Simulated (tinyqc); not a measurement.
# From one set of inputs to another, one input at a time

Model: Rutherford backscattering from a thin compound film on silicon: kinematics, yields, composition and thickness. Computed by tinyqc, a small Python program. Command: `OMP_NUM_THREADS=1 python tinyqc.py 3012336 3012337 out.jsonl rbs ladder`. One thread of a shared host (Intel(R) Xeon(R) Processor @ 2.30GHz), about 0.01 s of CPU time with the checks.

Singly charged helium ions (Z1 = 2, M1 = 4.0026 u) enter at the tilt angle a1 to the normal and leave at a2 = |180 - theta - tilt| in the same plane. The film is A B_x.

The inputs printed are set A. Set A is modelled on a helium beam on TaN; the values taken over come from a set modelled on a helium beam on SiGe. Inputs not listed in the table keep their values of set A, so the rows need not describe a real material.

Inputs (values chosen for the exercise, modelled on a helium beam on TaN):
```
quantity                                value           unit
beam energy E0                              2            MeV
scattering angle theta                    165        degrees
tilt of the sample                         30        degrees
heavy element: Z_A                         73              -
heavy element: mass M_A                 180.9              u
heavy element: stopping eps_A at 2 MeV    112  1e-15 eV cm^2
light element: Z_B                          7              -
light element: mass M_B                    14              u
light element: stopping eps_B at 2 MeV   33.1  1e-15 eV cm^2
atoms of B per atom of A, x              1.09              -
atomic density of the film               85.2         1/nm^3
film thickness d                           18             nm
collected charge                           14   microcoulomb
detector solid angle                      2.2            msr
detector resolution (FWHM)                 14            keV
```

Constants: e^2/(4 pi eps_0) = 14.39964548 eV angstrom; e = 1.602176634e-19 C.

Method:
- Kinematic factor K = [(sqrt(M^2 - M1^2 sin^2 theta) + M1 cos theta)/(M + M1)]^2.
- Surface edges lie at K E0; substrate silicon has M = 28.09 u. Mass resolution at M_A = resolution/(E0 dK/dM).
- Stopping per atom eps(E) = eps(2 MeV) (E/2 MeV)^(-0.4) (a law chosen for the exercise); Bragg rule eps_film = (eps_A + x eps_B)/(1 + x); areal density N d, with 1/nm^2 = 0.1 x 1e15/cm^2.
- Width of the signal of element i: [K_i eps(E0)/cos a1 + eps(K_i E0)/cos a2] N d; depth resolution = resolution x d/width of A; energy lost on the way in = eps(E0) N d/cos a1.
- Rutherford cross section in the laboratory frame: sigma = (Z1 Z e^2/(4 pi eps_0 4E))^2 (4/sin^4 theta) (r + cos theta)^2/r, r = sqrt(1 - (M1 sin theta/M)^2), times the screening factor 1 - 0.049 Z1 Z^(4/3)/E (E in keV); 1 angstrom^2 = 1e8 barn.
- Counts = (charge/e) x solid angle x sigma(E_mean) x areal density of the element/cos a1, E_mean = E0 - half the energy lost on the way in; 1 barn = 1e-24 cm^2. The ratio of areas returns x = (Y_B/Y_A)(sigma_A/sigma_B), with the counting error sqrt(1/Y_A + 1/Y_B).

Each row keeps all changes above it; columns: (1) input moved; (2) from; (3) to; (4) mass resolution at M_A (u); (5) counting error of x without background (%); (6) energy lost on the way in (keV):
```
(1)                                                      (2)   (3)     (4)     (5)     (6)
set A                                                      -     -  15.871  3.1840  12.547
scattering angle theta (degrees)                         165   170  15.733  3.2195  12.547
beam energy E0 (MeV)                                       2   2.2  14.303  3.5427  12.077
heavy element: stopping eps_A at 2 MeV (1e-15 eV cm^2)   112  71.2  14.303  3.5454   8.750
atoms of B per atom of A, x                             1.09  3.29  14.303  2.9498   7.156
film thickness d (nm)                                     18    27  14.303  2.4065  10.734
light element: stopping eps_B at 2 MeV (1e-15 eV cm^2)  33.1    50  14.303  2.4047  14.048
atomic density of the film (1/nm^3)                     85.2  49.6  14.303  3.1559   8.178
```

Mass resolution at M_A goes from 15.9 to 14.3, a factor 0.901 in all. The largest single move comes from beam energy E0 (a factor 0.909). Counting error of x without background goes from 3.18 to 3.16, a factor 0.9912 in all. The largest single move comes from atomic density of the film (a factor 1.31), but it runs against the net change; the largest move in the direction of the net change is film thickness d (a factor 0.816). Energy lost on the way in goes from 12.5 to 8.18, a factor 0.652 in all. The largest single move comes from atomic density of the film (a factor 0.582), and film thickness d works against it (a factor 1.50). The single moves hold for this order of the switches; the total does not depend on the order.

Extremes, crossings and ranges named in words are read from the listed rows.
